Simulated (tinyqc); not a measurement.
Square-lattice Ising model by mean field, Bethe lattice, transfer matrix, exact enumeration and Monte Carlo steps: one step, computed by the program tinyqc.

H = -J sum over nearest pairs s_i s_j, s = +-1, no field, periodic boundaries; energies per site are in J. As a lattice gas or an alloy, s marks which species holds the site.

Problem. Transfer matrix. Strip of w sites, periodic across (for w = 2 the pair is joined by two bonds): T(s, s') = exp(K [sum_i s_i s'_i + (r(s) + r(s'))/2]), r(s) = sum_i s_i s_(i+1).

Inputs (values chosen for the exercise, for a model lattice): temperature T = 1180 K; strip width w = 3.

K = 0.5330211

Give: T.

Solution.

T, rows +++, ++-, +-+, +--, -++, -+-, --+, ---:
$$\begin{pmatrix}
24.49 & 2.90 & 2.90 & 1.00 & 2.90 & 1.00 & 1.00 & 1.00 \\
2.90 & 2.90 & 0.34 & 1.00 & 0.34 & 1.00 & 0.12 & 1.00 \\
2.90 & 0.34 & 2.90 & 1.00 & 0.34 & 0.12 & 1.00 & 1.00 \\
1.00 & 1.00 & 1.00 & 2.90 & 0.12 & 0.34 & 0.34 & 2.90 \\
2.90 & 0.34 & 0.34 & 0.12 & 2.90 & 1.00 & 1.00 & 1.00 \\
1.00 & 1.00 & 0.12 & 0.34 & 1.00 & 2.90 & 0.34 & 2.90 \\
1.00 & 0.12 & 1.00 & 0.34 & 1.00 & 0.34 & 2.90 & 2.90 \\
1.00 & 1.00 & 1.00 & 2.90 & 1.00 & 2.90 & 2.90 & 24.49
\end{pmatrix}$$
